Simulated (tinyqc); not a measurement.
Thermal stress, cracking, delamination and buckling of a thin film; Griffith cracks and misfitting inclusions. Inputs raised by 5 %, one at a time. Computed by tinyqc, a small Python program. Command: `OMP_NUM_THREADS=1 python tinyqc.py 3013734 3013735 out.jsonl filmcrack sens`. One thread of a shared host (Intel(R) Xeon(R) Processor @ 2.30GHz), about 0.01 s of CPU time with the checks.

Isotropic linear elasticity; the substrate is much thicker than the film; stress is positive in tension.

Inputs (values chosen for the exercise, modelled on a tungsten film on silicon): film Young's modulus E = 407 GPa; film Poisson ratio nu = 0.28; film expansion alpha_f = 4.35 1e-6/K; substrate expansion alpha_s = 3.2 1e-6/K; deposition temperature T_d = 1275 K; final temperature T = 300 K; intrinsic stress = -130 MPa; film thickness h = 0.051 micrometre; film toughness Gamma_f = 7.02 J/m^2; interface toughness Gamma_i = 6.7 J/m^2; substrate Young's modulus E_s = 144 GPa; substrate Poisson ratio nu_s = 0.28; inclusion radius R = 3.9 micrometre.

Inclusion: sphere.

Method:
- Thermal strain = (alpha_f - alpha_s)(T_d - T); stress = E/(1 - nu) x strain + intrinsic stress; plane-strain modulus Ebar = E/(1 - nu^2); G0 = stress^2 h/(2 Ebar) is the energy freed per area when a long strip loses its stress across its width.
- Dundurs alpha = (Ebar - Ebar_s)/(Ebar + Ebar_s), with Ebar_s = E_s/(1 - nu_s^2). The channel-crack factor is taken as g = 1.258 (1 - alpha)^(-0.7), a rough interpolation chosen for the exercise (1.258 is the value for matched materials).
- Channel crack through the film: G = pi g G0, critical thickness where G = Gamma_f. Steady delamination from an edge: G = G0, critical thickness where G = Gamma_i.
- Film material fills a sphere of radius R in the substrate, with the misfit e = thermal strain (it wants to shrink if e > 0). Radial stress at the wall s0 = e/[(1 - 2 nu)/E + (1 + nu_s)/(2 E_s)]; inside it is uniform and hydrostatic; outside s_rr = s0 (R/r)^3, s_tt = -s_rr/2. Keep-out radius: where |s_rr| falls to 10 MPa (R if it is lower at the wall).

Runs; columns: (1) input moved; (2) from; (3) to; (4) film stress (MPa); (5) critical thickness for channelling (micrometre); (6) radial stress at the wall s0 (MPa); (7) keep-out radius (micrometre):
```
(1)                                     (2)      (3)     (4)     (5)     (6)     (7)
base run                                  -        -  503.82  3.9247  202.92  10.638
film Young's modulus E (GPa)            407   427.35  535.51  3.5562  204.83  10.671
film Poisson ratio nu                  0.28    0.294  516.39  3.7518  205.48  10.682
substrate expansion alpha_s (1e-6/K)    3.2     3.36  415.63  5.7668  174.69  10.119
intrinsic stress (MPa)                 -130   -136.5  497.32  4.0280  202.92  10.638
film thickness h (micrometre)         0.051  0.05355  503.82  3.9247  202.92  10.638
substrate Young's modulus E_s (GPa)     144    151.2  503.82  4.0244  211.00  10.777
inclusion radius R (micrometre)         3.9    4.095  503.82  3.9247  202.92  11.169
```

Exponents ln(y'/y) / ln(x'/x):
```
input                          film stress  critical thickness for channelling  radial stress at the wall s0  keep-out radius
film Young's modulus E               1.250                              -2.021                         0.192            0.064
film Poisson ratio nu                0.505                              -0.923                         0.257            0.086
substrate expansion alpha_s         -3.944                               7.887                        -3.071           -1.024
intrinsic stress                    -0.266                               0.532                         0.000            0.000
film thickness h                     0.000                               0.000                         0.000            0.000
substrate Young's modulus E_s        0.000                               0.514                         0.800            0.267
inclusion radius R                   0.000                               0.000                         0.000            1.000
```

Among the inputs moved here: film stress answers most in size to substrate expansion alpha_s (exponent -3.944), next to film Young's modulus E (+1.250); its exponent is below 0.0005 for film thickness h, substrate Young's modulus E_s, inclusion radius R. critical thickness for channelling answers most in size to substrate expansion alpha_s (exponent +7.887), next to film Young's modulus E (-2.021); its exponent is below 0.0005 for film thickness h, inclusion radius R. Its exponent 0.000 in film thickness h: the critical thickness is a property of stress and toughness. Radial stress at the wall s0 answers most in size to substrate expansion alpha_s (exponent -3.071), next to substrate Young's modulus E_s (+0.800); its exponent is below 0.0005 for intrinsic stress, film thickness h, inclusion radius R. keep-out radius answers most in size to substrate expansion alpha_s (exponent -1.024), next to inclusion radius R (+1.000); its exponent is below 0.0005 for intrinsic stress, film thickness h. Its exponent +1.000 in inclusion radius R: the field scales with r/R.
